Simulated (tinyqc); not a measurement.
Inside a calculation: quasiparticle equation with a plasmon-pole self-energy for two band edges. Values are carried at full precision from step to step, so a last printed digit may differ when a step is redone from the rounded ones.

For each edge E = e + X + Sc(E), with the correlation part Sc(E) = A[0]/(E - a + w) + A[1]/(E - b - w); a and b are the valence and conduction energies that enter the Green function (a = ev, b = ec in the one-shot scheme). Z = 1/(1 - dSc/dE), dSc/dE = -A[0]/(E - a + w)^2 - A[1]/(E - b - w)^2.

Values chosen for the exercise (scales of the order of those of SiC; not measured data): ev = 0 eV (mean-field valence top); ec = 2.22 eV (mean-field conduction edge); w = 19.4 eV (pole energy); Av = (50.1, 27) eV^2 (weights of the valence state on the hole and electron poles); Ac = (22.4, 54.7) eV^2 (the same for the conduction state); Xv = -2.01 eV (exchange minus the mean-field potential, valence); Xc = 2.22 eV (the same, conduction).

## Linearised one-shot correction

Evaluate Sc and its slope at the mean-field energy; E = e + Z (X + Sc).

Terms:
```
edge        Sc (eV)   dSc/dE       Z  X + Sc (eV)   E (eV)
valence      1.3336  -0.1909  0.8397      -0.6764  -0.5680
conduction  -1.7835  -0.1933  0.8380       0.4365   2.5858
```

gap = 3.1538 eV
gap with Z = 1 = 3.3329 eV

The gap opens by 0.934 eV, 61 % of it by lowering the valence top. Setting Z = 1 would overshoot by 0.179 eV. X and Sc have opposite signs and are each larger than the sum they leave, so both must be converged well.

## Solving the equation for the conduction edge

Newton steps on f(E) = E - ec - Xc - Sc(E) from E = ec; the first step is the linearised result.

Iterates:
```
step   E (eV)   Sc (eV)     f (eV)
0     2.22000  -1.78351  -0.436490
1     2.58580  -1.85493   0.000730
2     2.58519  -1.85481   0.000000
3     2.58519  -1.85481   0.000000
```

The linearisation errs by +0.6 meV, as the shift is only 0.019 of the pole energy.

## All solutions for the valence state

Multiplying out gives a cubic; give its three roots and their weights Z.

roots (eV): -21.988  -0.567  22.765

weights: 0.1177  0.8361  0.0462

The weights add up to 1. The satellite below lies 21.42 eV from the main peak, 10 % more than w: this scheme places plasmon satellites too far out, and gives one where a cumulant form gives a series.

## Updating the energies in the Green function

Solve both equations exactly, put the results in place of a and b, and repeat five times; w is kept.

Cycles (eV):
```
cycle       Ev      Ec     gap
1      -0.5668  2.5852  3.1519
2      -0.6156  2.6091  3.2248
3      -0.6201  2.6103  3.2303
4      -0.6205  2.6102  3.2308
5      -0.6206  2.6102  3.2308
```

The update moves the gap by +79 meV from the one-shot value; each cycle shrinks the change to about 0.08 of the one before.

## Checks

- Sum of the weights of the three roots: both 1.000000.
- Newton result against the root by bisection (eV): both 2.58519.

(tinyqc, `OMP_NUM_THREADS=1 python tinyqc.py 1850232 1850233 out.jsonl`, Intel(R) Xeon(R) Processor @ 2.30GHz, 1 thread, shared host, about 0.03 s.)
